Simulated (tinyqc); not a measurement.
Hydrogenic impurity: series, fields, screening, photoionisation and donor-acceptor pairs: one step, computed by the program tinyqc.

One isotropic, parabolic band. Effective units: Ry* and a*, in which H = -nabla^2 - 2/r.

Problem. Overlap of donors. Wigner-Seitz radius r_s = (3/(4 pi N))^(1/3); Mott criterion N_c^(1/3) a* = 0.26; overlap of two 1s orbitals at distance d: S = exp(-x)(1 + x + x^2/3), x = d/a*, with d = N^(-1/3).

Inputs (values chosen for the exercise, for a model semiconductor): donor density N = 2.9e+17 cm^-3.

Parts treated: electric field and pairs.

a* = 15.73647 angstrom

Give: r_s; Mott density; N over the Mott density; overlap S.

Solution.

r_s = 93.721 angstrom

Mott density = 4.5102e+18 cm^-3

N over the Mott density = 0.064298

overlap S = 0.0027974

The sample is on the insulating side, with isolated donors.
